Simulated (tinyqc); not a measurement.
Floating body of a partially depleted SOI transistor: body voltage and kink: one step of the calculation.

Source at 0 V. Channel current Ic = 2 nf K Vt^2 [F(0) - F(Vd)](1 + la Vd), F(V) = ln^2(1 + exp((Vg - VT - nf V)/(2 nf Vt))), VT = VT0 - gb Vb. Saturation voltage Vs = 2 Vt sqrt(F(0)) + 3 Vt, excess Ve = (Vd - Vs + sqrt((Vd - Vs)^2 + 0.0004 V^2))/2, multiplication M1 = Ai Ve exp(-Bl/Ve). Each junction passes D(v) = J1 (exp(v/Vt) - 1) + J2 (exp(v/(2 Vt)) - 1). Bipolar current Ib = bb J1 (exp(Vb/Vt) - 1). The body settles where M1 (Ic + Ib) = D(Vb) + D(Vb - Vd) + Vb/Rb; drain current Id = (1 + M1)(Ic + Ib) - D(Vb - Vd).

Question. New Vb. Current into the body I_in = M1 (Ic + Ib) - D(Vb - Vd), current out I_out = D(Vb) + Vb/Rb; f = ln(I_in/I_out), s = df/dVb by central differences over 1e-5 V, Vb(new) = Vb - f/s.

Parameters, values chosen for the exercise; values of the order met in partially depleted silicon-on-insulator transistors: temperature T = 330 K; threshold at zero body voltage VT0 = 0.33 V; fall of the threshold per volt of body voltage gb = 0.21; slope factor nf = 1.2; gain factor per width K = 190 uA/(V^2 um); channel-length modulation factor la = 0.05 1/V; impact-ionisation prefactor Ai = 2.05 1/V; impact-ionisation voltage Bl = 8.5 V; diffusion saturation current of each junction J1 = 1.4e-12 uA/um; recombination saturation current of each junction J2 = 3.5e-9 uA/um; gain of the lateral bipolar transistor on the diffusion current bb = 1; resistance of a weak body tie to the source (1e9 stands for no tie, and the term is then dropped) Rb = 1e9 kohm um; gate voltage Vg = 0.62 V; drain voltage Vd = 1.3 V.

Constants: q = 1.602176634e-19 C, kB = 1.380649e-23 J/K, Vt = kB T/q. Results are converted to the units shown.

Vb at the start = 0.65 V

Give: Ic; Ve; M1; I_in; I_out; f; s; Vb after iteration 1.

Answer.

Ic = 15.346 uA/um
Ve = 0.85928 V
M1 = 8.9092e-5
I_in = 0.0013683 uA/um
I_out = 0.012151 uA/um
f = -2.1839
s = -35.904 1/V
Vb after iteration 1 = 0.58918 V

Range of the model: The multiplication law is an empirical form chosen for the exercise; self-heating and capacitive coupling to the body are left out, and the linear laws are rough once Vb passes about 0.7 V or M1 about 0.1.

Computed by the program tinyqc: `OMP_NUM_THREADS=1 python tinyqc.py 2182166 2182167 out.jsonl`, one thread of a shared Intel Xeon 2.30GHz, about 0.2 s for the whole run.
